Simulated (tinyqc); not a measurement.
# Resonant-tunnelling diode, transfer matrices and Tsu-Esaki current: effect of the collector barrier

Emitter (band edge 0), barrier d1, well Lw, barrier d2, collector (edge -V). The bias drops linearly over these layers and none in the contacts; each layer is cut into ns equal slices, flat at the value of their centres. E is the energy of motion across the layers, C = hbar^2/(2 m0), psi and psi'/m are continuous. Transport is coherent, T(E) is taken as independent of the transverse momentum, and charge in the well is ignored.

For the pair (psi, psi'/m) a flat layer has M = [[cos kd, (m/k) sin kd], [-(k/m) sin kd, cos kd]] with k = sqrt(m (E - U)/C) above its edge U, and M = [[cosh Kd, (m/K) sinh Kd], [(K/m) sinh Kd, cosh Kd]] with K = sqrt(m (U - E)/C) below it. Later slices stand to the left. With M acting on (psi, psi'/m) and v = k/m in each lead, T(E) = 4 vL vR/[(vL vR M12 - M21)^2 + (vR M11 + vL M22)^2]. J = J0 times the integral over E > 0 of T(E) N(E), N = ln[(1 + exp((Ef - E)/Vt))/(1 + exp((Ef - V - E)/Vt))], J0 = q^2 mw m0 kB T/(2 pi^2 hbar^3) (times 1e-4 for A/cm^2 per eV). The integral is converged to the digits shown. The resonance is the first maximum of T(E) for E > 0, G its full width at half maximum.

Parameters, values chosen for the exercise; masses and offsets of a made-up heterostructure: temperature T = 300 K; mass in the well, spacer and contacts mw = 0.053 m0; barrier height U1 = 0.37 eV; barrier mass m1 = 0.096 m0; emitter barrier d1 = 2.5 nm; well width Lw = 5.2 nm; slices in each layer ns = 1; Fermi energy of both contacts above their band edges Ef = 0.075 eV; bias of the collector V = 0.048 V.

Constants: q = 1.602176634e-19 C, kB = 1.380649e-23 J/K, hbar = 1.054571817e-34 J s, m0 = 9.1093837015e-31 kg, Vt = kB T/q, hbar^2/(2 m0) = 0.0380998212 eV nm^2. Results are converted to the units shown.

Results:
```
d2 (nm),Er (eV),Tp,G (meV),J (kA/cm^2)
1.5,0.06253,0.4087,11.37,108.1
2,0.06408,0.7091,5.663,95.20
2.4,0.06516,0.9288,3.571,78.20
3.3,0.06715,0.8113,1.850,34.32
3.8,0.06809,0.5048,1.570,17.78
4.2,0.06878,0.3043,1.467,9.873
```

Estimate the missing row, d2 = 2.9 nm.

Computed row:
```
d2 (nm),Er (eV),Tp,G (meV),J (kA/cm^2)
2.9,0.06632,0.9814,2.320,52.85
```

With this row back in the table: As d2 grows from 1.5 to 4.2 nm, G falls from 11.4 to 1.47 meV, Tp goes from 0.409 through a maximum of 0.981 (at d2 = 2.9 nm among the rows listed) to 0.304, and J falls from 108 to 9.87 kA/cm^2. The product G Tp changes by a factor of 0.0960 and J by 0.0914; the rest comes from the shift of Er (0.0625 to 0.0688 eV) against the supply function and from current off resonance.

Program tinyqc, `OMP_NUM_THREADS=1 python tinyqc.py 2600114 2600115 out.jsonl`; Intel Xeon 2.30GHz, shared host, one thread, about 0.1 s.
